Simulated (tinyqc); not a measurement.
Floating body of a partially depleted SOI transistor: body voltage and kink: one step of the calculation.

Source at 0 V. Channel current Ic = 2 nf K Vt^2 [F(0) - F(Vd)](1 + la Vd), F(V) = ln^2(1 + exp((Vg - VT - nf V)/(2 nf Vt))), VT = VT0 - gb Vb. Saturation voltage Vs = 2 Vt sqrt(F(0)) + 3 Vt, excess Ve = (Vd - Vs + sqrt((Vd - Vs)^2 + 0.0004 V^2))/2, multiplication M1 = Ai Ve exp(-Bl/Ve). Each junction passes D(v) = J1 (exp(v/Vt) - 1) + J2 (exp(v/(2 Vt)) - 1). Bipolar current Ib = bb J1 (exp(Vb/Vt) - 1). The body settles where M1 (Ic + Ib) = D(Vb) + D(Vb - Vd) + Vb/Rb; drain current Id = (1 + M1)(Ic + Ib) - D(Vb - Vd).

Question. Drain current with floating and with grounded body. Id and VT at the converged Vb, Id at Vb = 0, their ratio, and the bipolar share Ib/(Ic + Ib).

Parameters, values chosen for the exercise; values of the order met in partially depleted silicon-on-insulator transistors:

| symbol | value | unit | meaning |
|---|---|---|---|
| T | 300 | K | temperature |
| VT0 | 0.48 | V | threshold at zero body voltage |
| gb | 0.26 |  | fall of the threshold per volt of body voltage |
| nf | 1.19 |  | slope factor |
| K | 150 | uA/(V^2 um) | gain factor per width |
| la | 0.07 | 1/V | channel-length modulation factor |
| Ai | 2.06 | 1/V | impact-ionisation prefactor |
| Bl | 7.7 | V | impact-ionisation voltage |
| J1 | 1.8e-12 | uA/um | diffusion saturation current of each junction |
| J2 | 1.5e-8 | uA/um | recombination saturation current of each junction |
| bb | 1 |  | gain of the lateral bipolar transistor on the diffusion current |
| Rb | 60000 | kohm um | resistance of a weak body tie to the source (1e9 stands for no tie, and the term is then dropped) |
| Vg | 0.74 | V | gate voltage |
| Vd | 2.1 | V | drain voltage |

Constants: q = 1.602176634e-19 C, kB = 1.380649e-23 J/K, Vt = kB T/q. Results are converted to the units shown.

converged Vb = 0.67816378 V

Give: VT; Id, floating; Id, grounded; ratio; bipolar share.

Answer.

VT = 0.30368 V
Id, floating = 14.673 uA/um
Id, grounded = 5.1760 uA/um
ratio = 2.8349
bipolar share = 3.1284 %

The body rises to 0.678 V and lowers the threshold by 176 mV.

Range of the model: The multiplication law is an empirical form chosen for the exercise; self-heating and capacitive coupling to the body are left out, and the linear laws are rough once Vb passes about 0.7 V or M1 about 0.1.

Computed by the program tinyqc: `OMP_NUM_THREADS=1 python tinyqc.py 2182042 2182043 out.jsonl`, one thread of a shared Intel Xeon 2.30GHz, about 0.2 s for the whole run.
